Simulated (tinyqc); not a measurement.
Worked calculation: inverse iteration on a symmetric matrix. Computed by tinyqc, a small Python program that keeps every step. Settings: method = inverse, shift = 1.1. Command: `OMP_NUM_THREADS=1 python tinyqc.py 22961 22962 out.jsonl` (the two numbers bound the seeds that draw the settings). One thread of a shared host (Intel(R) Xeon(R) Processor @ 2.60GHz), about 0.01 s of CPU time with the checks.

## Step 1

A, lower triangle:
```
           1          2          3         4         5         6
1   0.503000
2  -0.811000   1.280000
3   0.020000  -0.077000   1.339000
4   0.641000   0.289000   0.210000  3.403000
5  -0.147000  -0.098000  -0.299000  0.272000  3.762000
6   0.268000   0.105000  -0.012000  0.811000  0.880000  4.727000
```

vector v at the start: 0.408248  0.408248  0.408248  0.408248  0.408248  0.408248

shift = 1.100000

solve (A - shift) w = v; v' = w/|w| with its largest component positive (the first on a tie); lambda = v'^T A v'.

vector after step 1: -0.301707  0.040379  0.940036  0.044604  0.144323  0.029255

Rayleigh quotient after step 1 = 1.262686

## Step 2

As before.

vector after step 2: -0.123097  0.097337  0.976609  -0.077553  0.124857  -0.001986

Rayleigh quotient after step 2 = 1.275926

## Course of the iteration

Stop when the residual |A v - lambda v| is below 1e-9.

Steps:
```
step      lambda  residual
1     1.26268567  4.13e-01
2     1.27592647  4.12e-02
3     1.27655852  5.77e-03
4     1.27656446  9.51e-04
5     1.27656409  1.88e-04
6     1.27656405  4.29e-05
7     1.27656404  1.05e-05
8     1.27656404  2.65e-06
9     1.27656404  6.72e-07
10    1.27656404  1.71e-07
11    1.27656404  4.35e-08
12    1.27656404  1.11e-08
13    1.27656404  2.82e-09
14    1.27656404  7.17e-10
```

all eigenvalues, for comparison: -0.168513  1.276564  1.793565  3.007058  3.500125  5.605201

Converged in 14 steps.
